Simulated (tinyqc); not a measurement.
Susceptibility against the Curie-Weiss form: Heisenberg spin cluster by exact diagonalisation: multiplets, susceptibility, level crossings. Computed by tinyqc, a small Python program. Command: `OMP_NUM_THREADS=1 python tinyqc.py 3006017 3006018 out.jsonl spincl walk`. One thread of a shared host (Intel(R) Xeon(R) Processor @ 2.30GHz), about 0.01 s of CPU time with the checks.

H = J1 sum S_i.S_j over the bonds 1-2, 2-3 + J2 sum over 1-3 - g mu_B B S_z; J > 0 is antiferromagnetic.

Inputs (values chosen for the exercise, for a model cluster): exchange J1 = 0.849 meV; exchange J2 = 0.5 meV; g factor = 2.18.

Cluster: triangle, two J1 bonds and one J2 bond. Spin s of each site: 0.5.

Constants: k_B = 8.617333262e-05 eV/K.

Method:
- Every multiplet has one member in the block S_z = 0.5; diagonalise it and read the total spin from <S^2> = S (S + 1).
- Z = sum k (2S + 1) exp(-E/(k_B T)) over the table, k the number of multiplets; <S^2> likewise with the factor S (S + 1); chi T = N_A g^2 mu_B^2 <S^2>/(3 k_B) = 0.125049 g^2 <S^2> cm^3 K/mol (cgs, per mole of clusters); C = (<E^2> - <E>^2)/(k_B T)^2; entropy = ln Z + <E>/(k_B T).
- High-temperature form: chi T = C0/(1 - theta/T), C0 = 0.125049 g^2 n s (s + 1), k_B theta = -(2/3) s (s + 1) (sum of J over bonds)/n, n = 3; a dash where T <= 1.05 theta.

Levels at B = 0:
```
E (meV)  total S  number of multiplets
-0.7240      0.5                     1
-0.3750      0.5                     1
0.5495       1.5                     1
```

gap to the next level = 0.349 meV

theta = -4.2511 K

Against temperature:
```
T (K)   chi T (cm^3 K/mol)  Curie-Weiss  chi (cm^3/mol)     C (k_B)
0.98                0.4457       0.2505         0.45481  2.6550e-01
2.00                0.4477       0.4278         0.22383  4.7767e-01
3.40                0.4804       0.5942         0.14131  5.6489e-01
5.90                0.6205       0.7772         0.10517  5.5225e-01
9.80                0.8208       0.9326         0.08376  3.3216e-01
16.00               0.9965       1.0564         0.06228  1.5201e-01
25.00               1.1132       1.1428         0.04453  6.6606e-02
39.00               1.1921       1.2057         0.03057  2.8020e-02
79.00               1.2652       1.2689         0.01602  6.8805e-03
160.00              1.3016       1.3025         0.00813  1.6755e-03
```

The Curie-Weiss form is within 3 % in the last 4 rows. chi keeps rising on cooling, towards the Curie law of the S = 0.5 ground state; among these rows C is largest at 3.4 K, and the gap is 4.05 K.

Extremes, crossings and ranges named in words are read from the listed rows.
